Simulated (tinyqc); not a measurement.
Pariser-Parr-Pople SCF with singles CI, for the molecule C=Cc1ccccc1 (SMILES; centres numbered as the heavy atoms are written), step by step. One step of it, computed by the program tinyqc.

Problem. Iteration 2: orbitals and new P. Diagonalise F (the basis is taken as orthonormal) and form P = 2 sum c c over the lowest orbitals; 0.3 of the old P is kept.

F (eV):
```
           1C         2C         3C         4C         5C         6C         7C         8C
1C  -5.765613  -5.001493  -0.134524   0.506216   0.025798  -0.309689  -0.034302   0.717324
2C  -5.001493  -5.515999  -4.813896   0.360608   0.115747  -0.170752   0.002831   0.370014
3C  -0.134524  -4.813896  -4.819956  -4.354130   0.009994   0.522381   0.098085  -4.334735
4C   0.506216   0.360608  -4.354130  -4.828912  -5.204379   0.043846   0.689896   0.115490
5C   0.025798   0.115747   0.009994  -5.204379  -4.541784  -4.916223  -0.289048   0.652865
6C  -0.309689  -0.170752   0.522381   0.043846  -4.916223  -5.374100  -5.130479   0.128168
7C  -0.034302   0.002831   0.098085   0.689896  -0.289048  -5.130479  -4.385080  -4.991364
8C   0.717324   0.370014  -4.334735   0.115490   0.652865   0.128168  -4.991364  -5.058211
```

pi electrons, sum of z_r less the charge = 8

P after iteration 1:
```
           1C         2C         3C         4C         5C         6C         7C         8C
1C   0.697118   0.643725   0.051350  -0.275794  -0.017983   0.224112   0.020938  -0.307271
2C   0.643725   0.926996   0.594173  -0.137635  -0.063074   0.104224  -0.001543  -0.141262
3C   0.051350   0.594173   1.205928   0.472206  -0.003815  -0.223766  -0.037446   0.467281
4C  -0.275794  -0.137635   0.472206   1.145037   0.697571  -0.016735  -0.295538  -0.044079
5C  -0.017983  -0.063074  -0.003815   0.697571   0.870864   0.621023   0.110320  -0.279654
6C   0.224112   0.104224  -0.223766  -0.016735   0.621023   1.027814   0.677874  -0.048923
7C   0.020938  -0.001543  -0.037446  -0.295538   0.110320   0.677874   0.885628   0.641165
8C  -0.307271  -0.141262   0.467281  -0.044079  -0.279654  -0.048923   0.641165   1.240615
```

Give: orbital energies; P after iteration 2.

Solution.

orbital energies (eV): -14.308  -12.378  -10.404  -9.439  -1.696  1.169  1.975  4.791

P after iteration 2:
```
        1C      2C      3C      4C      5C      6C      7C      8C
1C   0.897   0.809   0.031  -0.275  -0.015   0.223   0.006  -0.313
2C   0.809   0.974   0.507  -0.050  -0.059   0.037  -0.020  -0.052
3C   0.031   0.507   1.065   0.546   0.013  -0.277  -0.011   0.557
4C  -0.275  -0.050   0.546   1.062   0.699  -0.008  -0.309  -0.038
5C  -0.015  -0.059   0.013   0.699   0.926   0.633   0.049  -0.302
6C   0.223   0.037  -0.277  -0.008   0.633   1.038   0.674  -0.020
7C   0.006  -0.020  -0.011  -0.309   0.049   0.674   0.926   0.659
8C  -0.313  -0.052   0.557  -0.038  -0.302  -0.020   0.659   1.113
```
